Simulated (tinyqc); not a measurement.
Inside a calculation. Model: square on-chip spiral inductor, lumped pi model.

Numbers from tinyqc (`OMP_NUM_THREADS=1 python tinyqc.py 2302059 2302060 out.jsonl`; about 0.01 s on one thread of a shared Intel Xeon 2.30GHz). Printed values are rounded.

Outer diameter do = di + 2 n wd + 2 (n - 1) sp, mean da = (do + di)/2, fill p = (do - di)/(do + di), length l = 4 n da. L = 2.34 mu0 n^2 da/(1 + 2.75 p), mu0 = 4 pi 1e-7 H/m. Rs = rho l/(wd delta (1 - exp(-th/delta))), delta = sqrt(rho/(pi f mu0)). Cs = n wd^2 eps0 eo/hu across the coil. At each end Cox = l wd eps0 eo/(2 ho) leads to the substrate branch Rsi = 2 rs he/(l wd) in parallel with Csi = l wd eps0 11.7/(2 he). With one end grounded Y = 1/(Rs + i w L) + i w Cs + 1/[1/(i w Cox) + 1/(1/Rsi + i w Csi)], w = 2 pi f; Q = -Im Y/Re Y. Eddy currents in neighbouring turns and in the substrate are left out.

Inputs (values chosen for the exercise); values of the order met in silicon radio-frequency processes: number of turns n = 3.5; line width wd = 4 um; space between turns sp = 3 um; inner diameter di = 40 um; metal thickness th = 2 um; metal resistivity rho = 3 uohm cm; oxide below the coil ho = 4.2 um; oxide between coil and underpass hu = 1.4 um; relative permittivity of the oxide eo = 3.9; substrate resistivity rs = 100 ohm cm; effective spreading depth in the substrate he = 30 um; frequency f = 2 GHz.

Constants: eps0 = 8.8541878128e-12 F/m. Results are converted to the units shown.

## Geometry and model elements

do, l, L, delta, Rs, Cs, Cox, Rsi and Csi as defined.

do = 83 um
l = 861 um
L = 1.12947 nH
delta = 1.94924 um
Rs = 5.16357 ohm
Cs = 1.38125 fF
Cox = 14.1578 fF
Rsi = 17421.6 ohm
Csi = 5.94630 fF

Rs is 1.60 times the direct-current value in this empirical form, which overstates the skin effect of a flat slab when delta is near th and so stands in for some current crowding.

## Admittance, quality factor and apparent inductance

Series branch 1/(Rs + i w L), substrate branch, total Y, Q = -Im Y/Re Y, apparent inductance Im(1/Y)/w, metal-only value w L/Rs, share of the loss in the substrate Re(substrate branch)/Re Y.

series branch = 22.6360-62.2206i mS
substrate branch = 0.0270692+0.0587723i mS
Y = 22.6631-62.1444i mS
Q = 2.74210
apparent inductance = 1.13021 nH
w L/Rs = 2.74874
share of the loss in the substrate = 0.119442 %

Q is 99.8 % of the metal-only value.
